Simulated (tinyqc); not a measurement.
Charge neutrality of a doped semiconductor with incomplete ionisation: one step, computed by the program tinyqc. Command: `OMP_NUM_THREADS=1 python tinyqc.py 3003954 3003955 out.jsonl dopant walk`. One thread of a shared host (Intel(R) Xeon(R) Processor @ 2.30GHz), about 0.02 s of CPU time with the checks.

Energies are counted from the top of the valence band; E_D is measured down from the conduction band and E_A up from the valence band.

Question. Gap and effective densities of states. E_g = E_g0 - alpha T^2/(T + beta). N_c = 2 M_c (2 pi m_e k_B T/h^2)^(3/2) and N_v = 2 (2 pi m_h k_B T/h^2)^(3/2), masses in units of m_0. n_i = sqrt(N_c N_v) exp(-E_g/(2 k_B T)); E_i = E_g/2 + (k_B T/2) ln(N_v/N_c).

Inputs (values chosen for the exercise, modelled on silicon): gap at 0 K E_g0 = 1.17 eV; Varshni alpha = 0.000478 eV/K; Varshni beta = 652 K; electron mass m_e = 0.34 m_0; valleys M_c = 6; hole mass m_h = 0.804 m_0; temperature T = 77 K.

Doping: n-type, compensated. Statistics of the bands: Boltzmann.

Constants: m_0 = 9.1093837015e-31 kg; k_B = 1.380649e-23 J/K; h = 6.62607015e-34 J s; k_B = 8.617333262e-05 eV/K.

Give: gap E_g; N_c; N_v; k_B T; intrinsic density n_i; intrinsic level E_i.

Answer.

gap E_g = 1.166 eV

N_c = 3.881e+18 cm^-3

N_v = 2.352e+18 cm^-3

k_B T = 0.006635 eV

intrinsic density n_i = 2.081e-20 cm^-3

intrinsic level E_i = 0.5814 eV
